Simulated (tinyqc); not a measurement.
Worked calculation: one-electron ion in a basis of Gaussians. One step of it, computed by the program tinyqc.

Task: Matrices over normalised Gaussians. With p = a_i + a_j and I(k) = Gamma((k+1)/2) / (2 p^((k+1)/2)): S = I(2l+2), T = (2l+3) a_i a_j S / p, V = -Z I(2l+1), each divided by sqrt(S_ii S_jj).

exponents of r^l exp(-a r^2) (1/bohr^2): 0.001527  0.003798  0.009448  0.023500  0.058460

Z = 1

l = 2

Give: S; T; V.

Result:

S, lower triangle:
```
,1,2,3,4,5
1,1.0000
2,0.7038,1.0000
3,0.2759,0.7037,1.0000
4,0.0759,0.2759,0.7037,1.0000
5,0.0175,0.0759,0.2759,0.7037,1.0000
```

T (hartree), lower triangle:
```
,1,2,3,4,5
1,0.0053
2,0.0054,0.0133
3,0.0025,0.0133,0.0331
4,0.0008,0.0063,0.0332,0.0823
5,0.0002,0.0019,0.0157,0.0826,0.2046
```

V (hartree), lower triangle:
```
,1,2,3,4,5
1,-0.0333
2,-0.0309,-0.0525
3,-0.0174,-0.0487,-0.0827
4,-0.0072,-0.0274,-0.0769,-0.1305
5,-0.0026,-0.0114,-0.0433,-0.1212,-0.2058
```
